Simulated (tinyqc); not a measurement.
Admittance spectroscopy of a deep trap: two steps of the calculation.

Schottky contact on an n-type layer with shallow donors Nd (all ionised) and a donor-like deep trap, neutral when filled and positive when empty; depletion approximation. Traps within lam of the depletion edge stay filled. The traps at xt = W - lam, where the level crosses the Fermi level, follow a slow signal and not a fast one. w = 2 pi f.

Parameters, values chosen for the exercise; material values close to those of gallium nitride: relative permittivity eps_r = 9.63; conduction-band density of states at 300 K Nc = 2.26e18 cm^-3; thermal velocity at 300 K vth = 2.6e7 cm/s; shallow donor density Nd = 1.7e15 cm^-3; built-in voltage Vbi = 0.99 V; depth of the trap below the conduction edge Et = 0.21 eV; capture cross-section sn = 5.5e-17 cm^2; trap density Nt = 6.6e13 cm^-3; reverse bias Vr = 0 V; signal frequency f = 7100 Hz; temperature T = 224 K.

Constants: q = 1.602176634e-19 C, kB = 1.380649e-23 J/K, eps0 = 8.8541878128e-14 F/cm where lengths are in cm. Results are converted to the units shown.

Task 1. Widths and limiting capacitances. lam = sqrt(2 eps0 eps_r (EF - ET)/(q Nd)), EF - ET = Et - (kB T/q) ln(Nc(T)/Nd), Nc(T) = Nc (T/300 K)^1.5. In the steady state at the band bending V, 2 eps0 eps_r V/q = Nd W^2 + Nt (W - lam)^2 (the second term only if W > lam). V = Vbi + Vr. C_HF = eps0 eps_r/W, C_LF = eps0 eps_r (Nd + Nt)/(Nd W + Nt xt).

Find: lam; W; xt; C_HF; C_LF.

Result 1.

lam = 223.28 nm
W = 779.63 nm
xt = 556.35 nm
C_HF = 10.937 nF/cm^2
C_LF = 11.055 nF/cm^2

The step is 1.08 % of C_HF.

Task 2. Admittance at the signal frequency. Emission rate en = sn vth(T) Nc(T) exp(-Et/kB T) = sn g T^2 exp(-Et/kB T), g = vth Nc/(300 K)^2, as vth goes as T^0.5 and Nc as T^1.5 (degeneracy factor 1). Inflection frequency w0 = 2 en [1 + Nt xt/(Nd W)]; C = C_HF + (C_LF - C_HF)/(1 + (w/w0)^2), G/w = (C_LF - C_HF)(w/w0)/(1 + (w/w0)^2).

W = 779.63117 nm
xt = 556.35490 nm
C_HF = 10.936688 nF/cm^2
C_LF = 11.055010 nF/cm^2

Give: en; w0/(2 pi); C; G/w.

Result 2.

en = 33955 1/s
w0/(2 pi) = 11108 Hz
C = 11.021 nF/cm^2
G/w = 0.053693 nF/cm^2

The signal lies near the inflection, where the loss is largest.

Computed by the program tinyqc: `OMP_NUM_THREADS=1 python tinyqc.py 2050058 2050059 out.jsonl`, one thread of a shared Intel Xeon 2.30GHz, about 0.01 s for the whole run.
